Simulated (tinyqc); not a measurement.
# Inputs raised by 2 %, one at a time

Model: kinetic Monte Carlo and master equation for a particle on a ring of sites with traps and bias. Computed by tinyqc, a small Python program. Command: `OMP_NUM_THREADS=1 python tinyqc.py 3031883 3031884 out.jsonl kmc sens`. One thread of a shared host (Intel(R) Xeon(R) Processor @ 2.30GHz), about 0.01 s of CPU time with the checks.

6 sites on a ring, numbered 1 to 6. The saddle between i and i+1 lies at E0 + s b_i and site i at s eps_i; a force F tilts the landscape, with the saddle half-way.

Inputs (values chosen for the exercise, for a model defect):

| quantity | value | unit |
|---|---|---|
| reference barrier E0 | 0.76 | eV |
| scale factor s of the disorder | 1 | - |
| attempt frequency nu | 2.5 | THz |
| temperature T | 780 | K |
| site spacing a | 3.4 | angstrom |
| force F along the ring | 0.0067 | eV/angstrom |

Disorder: random barriers.

site energies eps_i (eV): 0  0  0  0  0  0

saddle shifts b_i between sites i and i+1 (eV): 0.016  0.04  -0.016  0.048  -0.018  0.062

Constants: k_B = 8.617333262e-05 eV/K.

Method:
- Rates: k(i to i+1) = nu exp(-(E0 + s b_i - s eps_i - F a/2)/(k_B T)), k(i to i-1) = nu exp(-(E0 + s b_(i-1) - s eps_i + F a/2)/(k_B T)).
- Share right = k right/(k right + k left); mean stay = 1/(k right + k left).
- Master equation dP/dt = W P, W_(i+1,i) = k right, W_(i-1,i) = k left, columns summing to zero. The steady state is its null vector; drift v = a sum P_i (k right - k left). D = a^2 lambda''(0)/2, where lambda(q) is the leading eigenvalue of W with right hops weighted by exp(q) and left hops by exp(-q).
- The slowest relaxation rate is minus the real part of the next eigenvalue of W. 1 angstrom = 1e-8 cm.
- At zero force D0 = a^2 nu exp(-E0/(k_B T)) / [<exp(-s eps/(k_B T))> <exp(s b/(k_B T))>], with means over the ring; Einstein relation v = D0 F/(k_B T); 1 angstrom = 1e-8 cm.

Runs:

| input moved | from | to | drift velocity v (cm/s) | diffusivity D (cm^2/s) | zero-force diffusivity D0 (cm^2/s) | D0 over the value without disorder |
|---|---|---|---|---|---|---|
| base run | - | - | 0.23213 | 2.3661e-08 | 2.3176e-08 | 0.65267 |
| reference barrier E0 (eV) | 0.76 | 0.7752 | 0.18515 | 1.8872e-08 | 1.8485e-08 | 0.65267 |
| scale factor s of the disorder | 1 | 1.02 | 0.22972 | 2.3422e-08 | 2.2936e-08 | 0.64592 |
| attempt frequency nu (THz) | 2.5 | 2.55 | 0.23677 | 2.4134e-08 | 2.3640e-08 | 0.65267 |
| temperature T (K) | 780 | 795.6 | 0.28690 | 2.9805e-08 | 2.9223e-08 | 0.65932 |
| site spacing a (angstrom) | 3.4 | 3.468 | 0.24155 | 2.4637e-08 | 2.4112e-08 | 0.65267 |
| force F along the ring (eV/angstrom) | 0.0067 | 0.006834 | 0.23681 | 2.3681e-08 | 2.3176e-08 | 0.65267 |

Exponents ln(y'/y) / ln(x'/x):

| input | drift velocity v | diffusivity D | zero-force diffusivity D0 | D0 over the value without disorder |
|---|---|---|---|---|
| reference barrier E0 | -11.420 | -11.420 | -11.420 | 0.000 |
| scale factor s of the disorder | -0.525 | -0.514 | -0.525 | -0.525 |
| attempt frequency nu | 1.000 | 1.000 | 1.000 | 0.000 |
| temperature T | 10.698 | 11.657 | 11.708 | 0.512 |
| site spacing a | 2.010 | 2.042 | 2.000 | 0.000 |
| force F along the ring | 1.010 | 0.042 | 0.000 | 0.000 |

Which inputs matter most for each result?

Among the inputs moved here: drift velocity v answers most in size to reference barrier E0 (exponent -11.420), next to temperature T (+10.698). Its exponent +1.010 in force F along the ring: linear response. Diffusivity D answers most in size to temperature T (exponent +11.657), next to reference barrier E0 (-11.420). Its exponent +1.000 in attempt frequency nu: nu sets the clock. Zero-force diffusivity D0 answers most in size to temperature T (exponent +11.708), next to reference barrier E0 (-11.420); its exponent is below 0.0005 for force F along the ring. Its exponent +2.000 in site spacing a: D scales with the square of the jump. D0 over the value without disorder answers most in size to scale factor s of the disorder (exponent -0.525), next to temperature T (+0.512); its exponent is below 0.0005 for reference barrier E0, attempt frequency nu, site spacing a, force F along the ring. Its exponent 0.000 in reference barrier E0: a common shift of all barriers cancels in the ratio.
